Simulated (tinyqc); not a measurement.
Tunnelling through a two-layer gate stack, WKB transmission and Tsu-Esaki current: effect of temperature.

Electrons leave the emitter at x = 0. Energies E (motion across the layers) are in eV from the emitter Fermi level; the collector Fermi level lies at -V and offers states at every E. No charge in the dielectric and no image force: F1 = V/(t1 + t2 eps1/eps2), F2 = F1 eps1/eps2; U = phi1 - F1 x in layer 1 and phi2 - F1 t1 - F2 (x - t1) in layer 2. With C = hbar^2/(2 m0), kappa = sqrt(m (U - E)/C) where U > E and 0 elsewhere; T(E) = exp(-S), S = 2 times the integral of kappa over x.

Each layer adds (2/F) sqrt(m/C) [G(u at its left edge) - G(u at its right edge)] to S, with u = U - E (0 where negative) and G(u) = (2/3) u^1.5. J = J0 times the integral of T(E) N(E) dE, N = ln[(1 + exp(-E/Vt))/(1 + exp((-E - V)/Vt))], J0 = q^2 me m0 kB T/(2 pi^2 hbar^3) (times 1e-4 for A/cm^2 per eV), from E = -Ef to far above the barrier (T = 1 there), by quadrature converged to the digits shown.

Inputs (values chosen for the exercise); layer 1 close to silicon dioxide, layer 2 close to hafnium oxide:
```
symbol  value  unit                                                        meaning
Ef        4.3    eV              Fermi energy of the emitter above its band bottom
me          1    m0                            emitter mass in the supply function
phi1     2.98    eV  barrier of layer 1 above the emitter Fermi level at zero bias
m1       0.51    m0                                     tunnelling mass of layer 1
t1        0.7    nm                                           thickness of layer 1
eps1     4.07                                     relative permittivity of layer 1
phi2     1.55    eV                                barrier of layer 2 at zero bias
m2        0.2    m0                                     tunnelling mass of layer 2
t2        1.9    nm                                           thickness of layer 2
eps2     21.8                                     relative permittivity of layer 2
V         0.8     V                                  voltage across the dielectric
```

Constants: q = 1.602176634e-19 C, kB = 1.380649e-23 J/K, hbar = 1.054571817e-34 J s, m0 = 9.1093837015e-31 kg, Vt = kB T/q, hbar^2/(2 m0) = 0.0380998212 eV nm^2. Results are converted to the units shown.

Effect of temperature:

| T (K) | J (A/cm^2) | mean E of the current (eV) |
|---|---|---|
| 50 | 31.03 | -0.3773 |
| 100 | 31.12 | -0.3761 |
| 200 | 31.48 | -0.3716 |
| 300 | 32.10 | -0.3639 |
| 400 | 33.01 | -0.3528 |
| 500 | 34.26 | -0.3379 |
| 600 | 35.93 | -0.3181 |
| 750 | 39.60 | -0.2736 |

Between 50 and 300 K the current changes by a factor of 1.03, and between 300 and 750 K by 1.23; the mean energy of the current rises from -0.377 to -0.274 eV. The transmission grows by a factor e over d = 0.161 eV near E = 0, equal to kB T/q at 1870 K: far below that temperature the thermal tail adds little. In every row a layer is thinner than 0.8 nm, a few atomic planes, where an effective mass is a rough description.

Numbers from tinyqc (`OMP_NUM_THREADS=1 python tinyqc.py 2540005 2540006 out.jsonl`; about 0.04 s on one thread of a shared Intel Xeon 2.30GHz).
